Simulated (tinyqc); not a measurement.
Van der Pauw, Hall and four-point-probe measurements on a doped layer: two steps of the calculation.

A uniform n-type layer with sheet resistance Rs = 1/(q ns mu), point contacts, low field (mu B small).

Inputs (values chosen for the exercise):
- ns = 1.8e14 cm^-2 (sheet density of the layer)
- mu = 310 cm^2/(V s) (drift mobility)
- rH = 1.18 (Hall factor)
- B = 2 T (magnetic field)
- I = 50 uA (current)
- ar = 1.7 (side ratio a/b of a rectangular sample with corner contacts)

Constants: q = 1.602176634e-19 C. Results are converted to the units shown.

Problem 1. Resistances and Hall voltage. Rs = 1/(q ns mu). For a rectangle with contacts at the corners, RA = (8 Rs/pi) sum_(k>=0) ln coth((2k + 1) pi a/(2 b)) with current along a short side b and voltage along the opposite one, RB the same with a and b exchanged; Hall voltage VH = rH B I/(q ns), negative for electrons.

Wanted: Rs; RA; RB; VH.

Solution 1.

Rs = 111.9 ohm/square
RA = 2.730 ohm
RB = 92.79 ohm
VH = -0.4092 mV

RB/RA = 34.0; for a square both equal Rs ln 2/pi = 24.7 ohm.

Problem 2. New z. The van der Pauw equation exp(-pi RA z) + exp(-pi RB z) = 1 is solved for z = 1/Rs: e1 = exp(-pi RA z), e2 = exp(-pi RB z), f = e1 + e2 - 1, f' = -pi (RA e1 + RB e2), z(new) = z - f/f'.

z after iteration 1 = 7.2514236 mS
RA = 2.7302286 ohm
RB = 92.792022 ohm

Give: e1; e2; f; f'; z after iteration 2.

Solution 2.

e1 = 0.9397
e2 = 0.1208
f = 0.06046
f' = -0.04327 kohm
z after iteration 2 = 8.649 mS

Computed by the program tinyqc: `OMP_NUM_THREADS=1 python tinyqc.py 2850214 2850215 out.jsonl`, one thread of a shared Intel Xeon 2.30GHz, about 0.01 s for the whole run.
